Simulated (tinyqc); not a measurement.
Straight dislocations in isotropic elasticity: fields, energies, partials, Peierls stress and walls: one step, computed by the program tinyqc. Command: `OMP_NUM_THREADS=1 python tinyqc.py 3021739 3021740 out.jsonl disloc walk`. One thread of a shared host (Intel(R) Xeon(R) Processor @ 2.30GHz), about 0.01 s of CPU time with the checks.

The line runs along z, the glide plane is y = 0, and beta is the angle between b and the line (0 screw, 90 degrees edge): b_e = b sin(beta) along +x with the extra half plane at y > 0, b_s = b cos(beta). Stress is positive in tension.

Task: Stress at a point. With D = G b_e/(2 pi (1 - nu)), S = G b_s/(2 pi), r^2 = x^2 + y^2: s_xx = -D y (3x^2 + y^2)/r^4, s_yy = D y (x^2 - y^2)/r^4, s_xy = D x (x^2 - y^2)/r^4, s_zz = nu (s_xx + s_yy), s_xz = -S y/r^2, s_yz = S x/r^2. Pressure p = -trace/3.

Inputs (values chosen for the exercise, modelled on silicon): shear modulus G = 67.4 GPa; Poisson ratio nu = 0.214; Burgers vector b = 3.84 angstrom.

Character: screw.

field point (x, y) (nm): 5.2  3.9

Give: stress; pressure p.

Result:

stress (MPa):
```
        x      y       z
x     0.0    0.0  -380.2
y     0.0    0.0   507.0
z  -380.2  507.0     0.0
```

pressure p = 0 MPa

A screw dislocation has pure shear and no pressure field.
